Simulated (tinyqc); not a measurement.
Estimate of lattice thermal conductivity from elastic moduli (Slack, Klemens and Cahill formulas): one step, computed by the program tinyqc.

An isotropic solid.

Task: Point defects and grains. High-temperature forms with the classical heat capacity. Klemens: kappa/kappa_0 = arctan(u)/u, u^2 = pi^2 Theta V Gamma kappa_0/(h v_m^2). Grains: 1/kappa_poly = 1/kappa + 1/(C v_m d/3), C = 3 k_B/(n V), the acoustic branches alone.

Inputs (values chosen for the exercise, for a model crystal):
```
quantity                     value        unit
volume per atom V             12.2  angstrom^3
atoms per primitive cell n       2           -
temperature T                  900           K
disorder parameter Gamma    0.0003           -
grain size d                  5000          nm
```

Grueneisen parameter: from thermal expansion.

kappa of the perfect crystal = 5.998706 W/(m K)

Debye temperature Theta = 334.2746 K

v_m = 2584.720 m/s

Constants: h = 6.62607015e-34 J s; k_B = 1.380649e-23 J/K.

Give: disorder scale u; kappa with point defects; grain-boundary limit; kappa of the polycrystal.

Result:

disorder scale u = 0.1279

kappa with point defects = 5.966 W/(m K)

grain-boundary limit = 7313 W/(m K)

kappa of the polycrystal = 5.961 W/(m K)

For small u the loss is about u^2/3 = 0.005. Grains remove a further 0 %.
